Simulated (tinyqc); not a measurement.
# Gated graphene, quantum capacitance: two studies

phi is the Fermi level above the Dirac point, in volts; Vg is counted from the gate voltage of charge neutrality. Ideal linear bands, no charge puddles.

Parameters, values chosen for the exercise; values close to those of graphene:

| symbol | value | unit | meaning |
|---|---|---|---|
| T | 300 | K | temperature |
| eox | 3.9 |  | relative permittivity of the gate insulator (close to silicon dioxide) |
| tox | 14 | nm | insulator thickness |
| vF | 1.04e6 | m/s | Fermi velocity |
| Dit | 0 | cm^-2 eV^-1 | density of traps |
| Vg | -0.88 | V | gate voltage |

Constants: q = 1.602176634e-19 C, kB = 1.380649e-23 J/K, hbar = 1.054571817e-34 J s, Vt = kB T/q, eps0 = 8.8541878128e-14 F/cm where lengths are in cm. Results are converted to the units shown.

Each table varies one quantity; the others keep the values above.

## Effect of the gate voltage

N0 = (2/pi)(kB T/(hbar vF))^2; n = N0 F1(phi/Vt), p = N0 F1(-phi/Vt), F1(e) = int_0^infinity u du/(1 + exp(u - e)) = -Li2(-exp(e)); Cq = q d(n - p)/dphi = (q N0/Vt) ln[2 (1 + cosh(phi/Vt))]. Cox = eps0 eox/tox; Vg = phi + q (n - p + Dit phi)/Cox. 1/C_G = 1/Cox + 1/(Cq + q Dit); dphi/dVg = Cox/(Cox + Cq + q Dit).

The same in every row: Cox (uF/cm^2) = 0.2467.

Effect of the gate voltage:
```
Vg (V)   phi (V)  n - p (cm^-2)  Cq (uF/cm^2)  C_G (uF/cm^2)  dphi/dVg  n + p (cm^-2)
-0.3    -0.05932      -3.705e11         1.399         0.2097    0.1499       3.884e11
-0.18   -0.03931      -2.166e11         1.078         0.2007    0.1862       2.543e11
-0.06   -0.01422      -7.048e10        0.8221         0.1897    0.2308       1.631e11
0.07     0.01651       8.234e10        0.8365         0.1905    0.2277       1.679e11
0.19     0.04115       2.292e11         1.104         0.2016    0.1826       2.644e11
0.31     0.06081       3.836e11         1.426         0.2103    0.1475       4.005e11
0.43     0.07704       5.434e11         1.733         0.2159    0.1246       5.525e11
0.56     0.09209       7.203e11         2.036         0.2200    0.1081       7.255e11
0.68      0.1044       8.862e11         2.292         0.2227   0.09718       8.894e11
0.8       0.1155       1.054e12         2.527         0.2247   0.08892       1.056e12
```

What does the table show?

As Vg goes from -0.3 to 0.8, Cq goes from 1.40 through a minimum of 0.822 (at Vg = -0.06 among the rows listed) to 2.53 uF/cm^2, C_G/Cox goes from 0.850 through a minimum of 0.769 (at Vg = -0.06 among the rows listed) to 0.911 and n - p rises from -3.71e11 to 1.05e12 cm^-2. Cq exceeds Cox in every row, so the insulator is the tighter limit, though Cq still cuts C_G by up to 23 %. At neutrality Cq is (q N0/Vt) ln 4 = 0.780 uF/cm^2, and far from it Cq grows as |phi|.

## Effect of the Fermi velocity

Same model as above.

The same in every row: Cox (uF/cm^2) = 0.2467.

Effect of the Fermi velocity:
```
vF (m/s)   phi (V)  n - p (cm^-2)  Cq (uF/cm^2)  C_G (uF/cm^2)  dphi/dVg  n + p (cm^-2)
6e5       -0.06456      -1.255e12         4.489         0.2338   0.05208       1.299e12
7e5       -0.07847      -1.234e12         3.887         0.2319   0.05967       1.253e12
8e5       -0.09190      -1.213e12         3.434         0.2301   0.06701       1.222e12
9e5        -0.1049      -1.193e12         3.075         0.2283   0.07427       1.197e12
1e6        -0.1175      -1.174e12         2.779         0.2265   0.08152       1.176e12
1.1e6      -0.1298      -1.155e12         2.532         0.2248   0.08878       1.156e12
1.2e6      -0.1417      -1.137e12         2.321         0.2230   0.09607       1.137e12
1.3e6      -0.1534      -1.119e12         2.139         0.2212    0.1034       1.119e12
1.4e6      -0.1649      -1.101e12         1.981         0.2193    0.1107       1.101e12
```

As vF goes from 6e5 to 1.4e6, Cq falls from 4.49 to 1.98 uF/cm^2, C_G/Cox falls from 0.948 to 0.889 and n - p rises from -1.26e12 to -1.10e12 cm^-2. Cq exceeds Cox in every row, so the insulator is the tighter limit, though Cq still cuts C_G by up to 11 %.

Program tinyqc, `OMP_NUM_THREADS=1 python tinyqc.py 2200009 2200010 out.jsonl`; Intel Xeon 2.30GHz, shared host, one thread, about 0.01 s.
